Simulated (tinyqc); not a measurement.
Chemically amplified photoresist: aerial image, acid generation, bake, development and line width: one step, computed by the program tinyqc.

Lines and spaces of pitch p with a two-beam-like image; x = 0 is the middle of the bright space. The resist is positive and treated as uniform in depth.

Question. Space width and dose latitude. Dose E(x) = E [1 + c cos(2 pi x/p)]; acid h = 1 - exp(-C E(x)). Bake: the acid image is blurred by a Gaussian of variance sigma^2 = 2 D t (each Fourier term k of h, taken on 64 points, is multiplied by exp(-4 pi^2 k^2 D t/p^2)). The quencher then removes q, h_eff = max(h_blurred - q, 0); protection m = exp(-k_amp t h_eff). Mack rate r = r_max (a + 1)(1 - m)^n/(a + (1 - m)^n) + r_min, a = ((n + 1)/(n - 1))(1 - m_th)^n. Edge: vertical development clears the film where r t_d >= d; the space width is twice the x where r = d/t_d. Dose sensitivity = d ln(width)/d ln E from widths at 1.005 E and E/1.005; image log-slope at the edge = |d ln E/dx|, normalised by the width (NILS); latitude for 10 % of width = 10 %/sensitivity.

Inputs (values chosen for the exercise, for a model resist at 13.5 nm):
```
quantity                                         value     unit
pitch p                                             30       nm
image contrast c                                  0.87        -
mean dose E                                       5.09  mJ/cm^2
Dill parameter C                                 0.023  cm^2/mJ
quencher load q, relative to the acid generator   0.07        -
acid diffusivity D                               0.049   nm^2/s
bake time t                                         90        s
amplification rate k_amp                         0.022      1/s
threshold protection m_th                         0.45        -
development selectivity n                            3        -
largest rate r_max                                 480     nm/s
smallest rate r_min                              0.036     nm/s
resist thickness d                                  23       nm
development time t_d                                60        s
```

Give: space width; dose sensitivity; NILS; dose latitude.

Answer.

space width = 16.26 nm

dose sensitivity = 0.7323

NILS = 3.315

dose latitude = 13.66 %

At the same width a resist without blur would give a sensitivity 2/NILS = 0.603; the blur multiplies it by 1.21. Caution: lateral development, standing waves and the joint diffusion of acid and quencher are left out, so widths are indicative.
